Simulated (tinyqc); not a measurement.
Where a fixed hold relaxes most: thermal stress and diffusional relaxation in a metal film: Coble and Nabarro-Herring creep, cooling and holds. Computed by tinyqc, a small Python program. Command: `OMP_NUM_THREADS=1 python tinyqc.py 3031140 3031141 out.jsonl creep walk`. One thread of a shared host (Intel(R) Xeon(R) Processor @ 2.30GHz), about 0.02 s of CPU time with the checks.

A thin film on a rigid substrate is stress-free at T0. Tension is positive and the film creeps linearly: d sigma/dt = -M (mismatch) dT/dt - sigma/tau.

Inputs (values chosen for the exercise, modelled on silver films on silicon):
```
quantity                           value        unit
biaxial modulus M                    121         GPa
expansion mismatch                  15.5      1e-6/K
atomic volume Omega                   17  angstrom^3
lattice prefactor D0             3.1e-05       m^2/s
lattice energy E                    1.95          eV
boundary prefactor (delta D_b)0  3.7e-15       m^3/s
boundary energy E_b                0.961          eV
grain size d                        0.69          um
stress-free temperature T0           250           C
hold temperature T                   190           C
hold time t                         0.01           h
```

Constants: k_B = 1.380649e-23 J/K; k_B = 8.617333262e-05 eV/K.

Method:
- Thermoelastic slope = M x mismatch; sigma_0 = slope x (T0 - T).
- Creep rate per stress: Nabarro-Herring 14 D Omega/(k_B T d^2), Coble (14 pi) delta D_b Omega/(k_B T d^3), with D = D0 exp(-E/(k_B T)), delta D_b = (delta D_b)0 exp(-E_b/(k_B T)); 1/tau = M x (sum of both)/2 (biaxial strain rate is half the uniaxial one).
- Temperatures in kelvin are T(C) + 273.15.
- For each hold temperature: sigma_0 = slope (T0 - T), relaxed stress sigma_0 (1 - exp(-t/tau)), initial rate sigma_0/tau. In confined lines the relaxed part appears as void volume.

thermoelastic slope = 1.8755 MPa/K

Holds:
```
T (C)  sigma_0 (MPa)     tau (h)  relaxed (MPa)  initial rate (MPa/h)
25          421.9875  3.9386e+04     1.0714e-04            1.0714e-02
50          375.1000  2.3637e+03     1.5869e-03            1.5869e-01
75          328.2125  2.1366e+02     1.5361e-02            1.5361e+00
100         281.3250  2.6781e+01     1.0503e-01            1.0505e+01
125         234.4375  4.3754e+00     5.3520e-01            5.3581e+01
150         187.5500  8.8877e-01     2.0984e+00            2.1102e+02
175         140.6625  2.1638e-01     6.3527e+00            6.5006e+02
200          93.7750  6.1345e-02     1.4106e+01            1.5287e+03
225          46.8875  1.9789e-02     1.8600e+01            2.3693e+03
```

What follows from these numbers?

The relaxed stress peaks at 225 C among these rows. The initial rate peaks about k_B T^2/E_b = 25 K below T0 when boundaries dominate; its largest row is 225 C. Caution: dislocation glide would cap stresses above the yield stress; capping layers can block the surface and boundary paths, and threshold stresses are ignored.

Extremes, crossings and ranges named in words are read from the listed rows.
